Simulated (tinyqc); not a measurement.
# Inputs raised by 5 %, one at a time

Model: donor in an ellipsoidal valley (Kohn-Luttinger variational method). Computed by tinyqc, a small Python program. Command: `OMP_NUM_THREADS=1 python tinyqc.py 3024799 3024800 out.jsonl kohnlutt sens`. One thread of a shared host (Intel(R) Xeon(R) Processor @ 2.30GHz), about 0.09 s of CPU time with the checks.

H = -(d^2/dx^2 + d^2/dy^2) - gamma d^2/dz^2 - 2/r in units built on m_t, with gamma = m_t/m_l and z along the valley axis. One valley; no valley-orbit or central-cell term.

Inputs (values chosen for the exercise, modelled on silicon): transverse mass m_t = 0.186 m_0; longitudinal mass m_l = 0.934 m_0; dielectric constant eps = 11.4.

Constants: Ry = 13.605693123 eV; a_0 = 0.529177210903 angstrom.

Method:
- Ry* = Ry m_t/eps^2, a* = a_0 eps/m_t, gamma = m_t/m_l.
- Trial function exp(-sqrt((x^2 + y^2)/a^2 + z^2/b^2)) with beta = b/a < 1: E = t/a^2 - u/a, t = (2 + gamma/beta^2)/3, u = 2 arcsin(sqrt(1 - beta^2))/sqrt(1 - beta^2); the best a is 2 t/u and E(beta) = -u^2/(4 t).
- Golden-section search on beta from 0.05 to 0.999, 60 steps.
- Gaussian basis: g = P exp(-al (x^2 + y^2) - be z^2) with P = 1 (s-like), z (2p0) or x (2p+-); al = 0.004 x 2.6^k, k = 0..11, and be/al = 1, gamma^(-1/2) or 1/gamma (36 functions); 1/r = (2/sqrt(pi)) int exp(-t^2 r^2) dt by 48 Gauss-Legendre points after t = sqrt(al_i + al_j) tan(theta); overlap eigenvalues below 1e-10 are dropped.

Runs:

| input moved | from | to | 1s binding energy, trial function (meV) | 2p0 binding energy (meV) | radius a of the 1s trial function (angstrom) | radius b of the 1s trial function (angstrom) |
|---|---|---|---|---|---|---|
| base run | - | - | 30.795 | 11.445 | 24.109 | 13.647 |
| transverse mass m_t (m_0) | 0.186 | 0.1953 | 31.960 | 11.749 | 23.136 | 13.321 |
| longitudinal mass m_l (m_0) | 0.934 | 0.9807 | 31.151 | 11.703 | 23.929 | 13.317 |
| dielectric constant eps | 11.4 | 11.97 | 27.932 | 10.381 | 25.314 | 14.330 |

Exponents ln(y'/y) / ln(x'/x):

| input | 1s binding energy, trial function | 2p0 binding energy | radius a of the 1s trial function | radius b of the 1s trial function |
|---|---|---|---|---|
| transverse mass m_t | 0.762 | 0.538 | -0.845 | -0.496 |
| longitudinal mass m_l | 0.236 | 0.457 | -0.154 | -0.502 |
| dielectric constant eps | -2.000 | -2.000 | 1.000 | 1.000 |

To which inputs is each result most sensitive?

Among the inputs moved here: 1s binding energy, trial function answers most in size to dielectric constant eps (exponent -2.000), next to transverse mass m_t (+0.762). Its exponent -2.000 in dielectric constant eps: energies scale as 1/eps^2 and lengths as eps. 2p0 binding energy answers most in size to dielectric constant eps (exponent -2.000), next to transverse mass m_t (+0.538). Its exponent -2.000 in dielectric constant eps: energies scale as 1/eps^2 and lengths as eps. Radius a of the 1s trial function answers most in size to dielectric constant eps (exponent +1.000), next to transverse mass m_t (-0.845). Its exponent +1.000 in dielectric constant eps: energies scale as 1/eps^2 and lengths as eps. Radius b of the 1s trial function answers most in size to dielectric constant eps (exponent +1.000), next to longitudinal mass m_l (-0.502). Its exponent +1.000 in dielectric constant eps: energies scale as 1/eps^2 and lengths as eps.
